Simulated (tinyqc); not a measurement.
Worked calculation: extended Hueckel theory, for H4. Computed by tinyqc, a small Python program that keeps every step (integrals from PySCF). Settings: charge = 0, K = 1.75, multiplicity = 1. Command: `OMP_NUM_THREADS=1 python tinyqc.py 23405 23406 out.jsonl` (the two numbers bound the seeds that draw the settings). One thread of a shared host (Intel(R) Xeon(R) Processor @ 2.60GHz), about 0.01 s of CPU time with the checks.

## Overlaps

Geometry (angstrom):
```
atom         x         y         z
H     0.000000  0.000000  0.000000
H     0.000000  0.000000  0.979000
H     0.000000  0.000000  2.209000
H     0.000000  0.000000  3.188000
```

Parameters chosen for this run:
```
element  shell  Slater exponent   H_ii (eV)
H           1s         1.300000  -13.600000
```

Slater orbitals, each expanded in six Gaussians scaled to its exponent.

overlap S, lower triangle:
```
          1H 1s     2H 1s     3H 1s     4H 1s
1H 1s  1.000000
2H 1s  0.481374  1.000000
3H 1s  0.071418  0.344209  1.000000
4H 1s  0.011582  0.071418  0.481374  1.000000
```

## Wolfsberg-Helmholz matrix

diagonal H_ii (eV): 1H 1s -13.600000, 2H 1s -13.600000, 3H 1s -13.600000, 4H 1s -13.600000

K = 1.750000

H_ij = K' S_ij (H_ii + H_jj)/2 for i != j (the diagonal keeps H_ii), with K' = 1.75.

H (eV), lower triangle:
```
            1H 1s       2H 1s       3H 1s       4H 1s
1H 1s  -13.600000
2H 1s  -11.456697  -13.600000
3H 1s   -1.699747   -8.192170  -13.600000
4H 1s   -0.275643   -1.699747  -11.456697  -13.600000
```

## Orbitals

valence electrons = 4

Solve H C = S C e through S^(-1/2); fill by pairs from the bottom, a degenerate level sharing its electrons equally; each orbital has its largest coefficient positive (the first on a tie).

orbital energies (eV): -17.988576  -15.733646  -6.817738  3.063479

occupations: 2.000000  2.000000  0.000000  0.000000

coefficients:
```
            MO1        MO2        MO3        MO4
1H 1s  0.318434   0.521563   0.732223  -0.641015
2H 1s  0.428338   0.351257  -0.544347   0.951807
3H 1s  0.428338  -0.351257  -0.544347  -0.951807
4H 1s  0.318434  -0.521563   0.732223   0.641015
```

sum of one-electron energies = -67.444445 eV

## Mulliken analysis

P = C n C^T; charge = valence electrons (H 1) minus the sum of (P S)_ii on the atom; overlap population = 2 sum P_ij S_ij between two atoms.

charges: 1H -0.043912, 2H 0.043912, 3H 0.043912, 4H -0.043912

Overlap populations:
```
pair      value
2-1    0.615389
3-1   -0.013371
3-2    0.082736
4-1   -0.007905
4-2   -0.013371
4-3    0.615389
```
